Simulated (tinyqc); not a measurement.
## Segment and feed resistance from two drops

Problem. A rail is fed at one end through Rq; K loads of Ij follow, each after a segment Rs. The drop at load j is K Ij Rq + Rs Ij sum_(l=1..j) (K - l + 1). Find Rs, Rq and the worst drop, at the middle, if the rail were fed through Rq at both ends: K Ij Rq/2 + Rs Ij K^2/8 with the load taken as continuous.

Inputs (values chosen for the exercise): number of equal loads K = 25; current of each load Ij = 0.47 mA.

drops at the first and at the last load (mV): [9.0475000, 27.377500]

Answer. The difference of the two drops is Rs Ij K (K - 1)/2, which gives Rs; the first drop then gives Rq.

Rs = 0.130 ohm
Rq = 0.640 ohm
drop at the middle with two feeds = 8.53 mV

Program tinyqc, `OMP_NUM_THREADS=1 python tinyqc.py 2770155 2770156 out.jsonl`; Intel Xeon 2.30GHz, shared host, one thread, about 0.05 s.
